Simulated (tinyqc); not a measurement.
Phase-change memory cell, resistance drift and retention: drift of neighbouring levels.

The amorphous state follows Ra = R0 (t/t0)^nu exp[(q Ec/kB)(1/T - 1/(300 K))], with nu taken as independent of T. An intermediate level follows the logarithmic mixing rule ln R = (1 - fa) ln Rc + fa ln Ra with constant Rc. The time to lose the data by crystallisation is tr = tx exp[(q Ex/kB)(1/T - 1/Tx)]; 1 year = 3.15576e7 s. These are empirical laws.

Two intermediate levels, fa and 0.84, and the amorphous state at temperature T. A fixed threshold is set at the geometric mean of the two intermediate levels at t0.

Parameters, values chosen for the exercise; values of the order found in chalcogenide phase-change cells:
- R0 = 17 Mohm (resistance of the amorphous state at t0 and 300 K)
- t0 = 0.001 s (reference time)
- nu = 0.098 (drift exponent)
- Ec = 0.16 eV (activation energy of conduction)
- T = 328 K (operating temperature)
- fa = 0.69 (amorphous share of an intermediate level)
- Rc = 6.3 kohm (resistance of the crystalline state)

Constants: q = 1.602176634e-19 C, kB = 1.380649e-23 J/K. Results are converted to the units shown.

Result of one run:
```
t (s)  lower level (Mohm)  upper level (Mohm)  Ra (Mohm)  lower level/threshold
1                   1.627               5.441      19.72                 0.9178
```

What becomes of these results when the time of the read t is changed from 1 to 0.01 s, all else the same?

Result of the changed run:
```
t (s)  lower level (Mohm)  upper level (Mohm)  Ra (Mohm)  lower level/threshold
0.01                1.192               3.724      12.56                 0.6722
```

The whole series:
```
t (s)  lower level (Mohm)  upper level (Mohm)  Ra (Mohm)  lower level/threshold
0.001               1.020               3.081      10.02                 0.5753
0.01                1.192               3.724      12.56                 0.6722
0.1                 1.392               4.502      15.74                 0.7854
1                   1.627               5.441      19.72                 0.9178
10                  1.901               6.577      24.72                  1.072
100                 2.221               7.949      30.97                  1.253
1000                2.595               9.608      38.81                  1.464
10000               3.033               11.61      48.64                  1.711
1e5                 3.544               14.04      60.95                  1.999
```

Over eight decades Ra grows by a factor of 6.08, the upper level by 4.56 and the lower by 3.48, so their ratio widens from 3.02 to 3.96. The lower level crosses the fixed threshold by t = 10 s among the rows and would then be misread.

Program tinyqc, `OMP_NUM_THREADS=1 python tinyqc.py 2880054 2880055 out.jsonl`; Intel Xeon 2.30GHz, shared host, one thread, about 0.01 s.
